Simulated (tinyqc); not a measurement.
From one set of inputs to another, one input at a time: inversion-layer mobility, back-scattering and ballistic limit of a field-effect transistor. Computed by tinyqc, a small Python program. Command: `OMP_NUM_THREADS=1 python tinyqc.py 3016931 3016932 out.jsonl mos ladder`. One thread of a shared host (Intel(R) Xeon(R) Processor @ 2.30GHz), about 0.03 s of CPU time with the checks.

The charge at the top of the source barrier is fixed by the gate; series resistance and short-channel effects are left out. F_j are Fermi integrals normalised to exp(eta) in the classical limit.

The inputs printed are set A. Set A is modelled on a germanium p-channel; the values taken over come from a set modelled on an InGaAs n-channel. Inputs not listed in the table keep their values of set A, so the rows need not describe a real material.

Inputs (values chosen for the exercise, modelled on a germanium p-channel):
```
quantity,value,unit
transport mass m,0.19,m_0
valley degeneracy g_v,1,-
weight w of the inversion charge,0.333,-
permittivity eps,16,-
"phonon mobility at 1 MV/cm and 300 K, mu_ph",280,cm^2/(V s)
"roughness mobility at 1 MV/cm, mu_sr",300,cm^2/(V s)
"Coulomb mobility at N_inv = 1e12/cm^2, mu_C",470,cm^2/(V s)
electrical oxide thickness t_inv,1.8,nm
depletion charge N_dep,6e+11,1/cm^2
gate overdrive V_G - V_T,0.5,V
drain voltage V_D,0.05,V
channel length L,440,nm
exponent a of the critical length,0.81,-
temperature T,400,K
```

Statistics at the top of the barrier: Fermi-Dirac.

Constants: eps_0 = 8.8541878128e-12 F/m; e = 1.602176634e-19 C; m_0 = 9.1093837015e-31 kg; k_B = 1.380649e-23 J/K; hbar = 1.054571817e-34 J s; k_B = 8.617333262e-05 eV/K.

Method:
- N_inv = 3.9 eps_0 (V_G - V_T)/(e t_inv); effective field E_eff = e (N_dep + w N_inv)/(eps eps_0).
- mu_phonon = mu_ph (E_eff/1 MV/cm)^(-0.3) (T/300 K)^(-1.75); mu_rough = mu_sr (E_eff/1 MV/cm)^(-2); mu_Coulomb = mu_C (N_inv/1e12 cm^-2) (T/300 K); Matthiessen's rule adds 1/mu.
- F_j(eta) = (1/Gamma(j + 1)) int_0^infinity x^j/(1 + exp(x - eta)) dx, F_0 = ln(1 + exp(eta)). Integrals over x = E/(k_B T) use 160 Gauss-Legendre points in u = sqrt(x) from 0 to sqrt(max(eta, 0) + 32).
- Ballistic channel: N_2D = g_v m k_B T/(pi hbar^2), U = e V_D/(k_B T); eta_F solves N_inv = (N_2D/2)[F_0(eta_F) + F_0(eta_F - U)]; v_T = sqrt(2 k_B T/(pi m)); I/W = e (N_2D/2) v_T [F_1/2(eta_F) - F_1/2(eta_F - U)]; injection velocity v_T F_1/2(eta_F)/F_0(eta_F).
- Mean free path lambda = (2 k_B T/e)(mu/v_T) F_0(eta_0)/F_-1/2(eta_0), with eta_0 from N_inv = N_2D F_0(eta_0); critical length l = L (1 + U)^(-a), an empirical rule; back-scattering r = l/(l + lambda). Then eta solves N_inv = (N_2D/2)[(1 + r) F_0(eta) + (1 - r) F_0(eta - U)] and I/W = e (N_2D/2) v_T (1 - r)[F_1/2(eta) - F_1/2(eta - U)].
- Ballistic ratio: I over the ballistic current. Apparent mobility 1/(1/mu + 1/mu_B), mu_B = mu L/lambda.

Each row keeps all changes above it:
```
input moved,from,to,current I/W (microampere/micrometre),ballistic ratio,injection velocity (1e7 cm/s)
set A,-,-,36.32,0.05431,2.0484
gate overdrive V_G - V_T (V),0.5,0.62,44.42,0.05734,2.1725
"roughness mobility at 1 MV/cm, mu_sr (cm^2/(V s))",300,2200,47.60,0.06143,2.1725
"Coulomb mobility at N_inv = 1e12/cm^2, mu_C (cm^2/(V s))",470,2900,49.43,0.06380,2.1725
"phonon mobility at 1 MV/cm and 300 K, mu_ph (cm^2/(V s))",280,3100,300.22,0.38749,2.1725
electrical oxide thickness t_inv (nm),1.8,3.3,171.99,0.34568,1.8696
depletion charge N_dep (1/cm^2),6e+11,4.2e+11,175.71,0.35315,1.8696
transport mass m (m_0),0.19,0.046,221.58,0.36119,5.8501
```

Which inputs carry the difference?

Current I/W goes from 36.3 to 222, a factor 6.10 in all. The largest single move comes from phonon mobility at 1 MV/cm and 300 K, mu_ph (a factor 6.07), and electrical oxide thickness t_inv works against it (a factor 0.573). Ballistic ratio goes from 0.0543 to 0.361, a factor 6.65 in all. The largest single move comes from phonon mobility at 1 MV/cm and 300 K, mu_ph (a factor 6.07). Injection velocity goes from 2.05 to 5.85, a factor 2.86 in all. The largest single move comes from transport mass m (a factor 3.13), and electrical oxide thickness t_inv works against it (a factor 0.861). The single moves hold for this order of the switches; the total does not depend on the order.

Caution (rows transport mass m): the Fermi level lies so high that further subbands and non-parabolicity matter.

Extremes, crossings and ranges named in words are read from the listed rows.
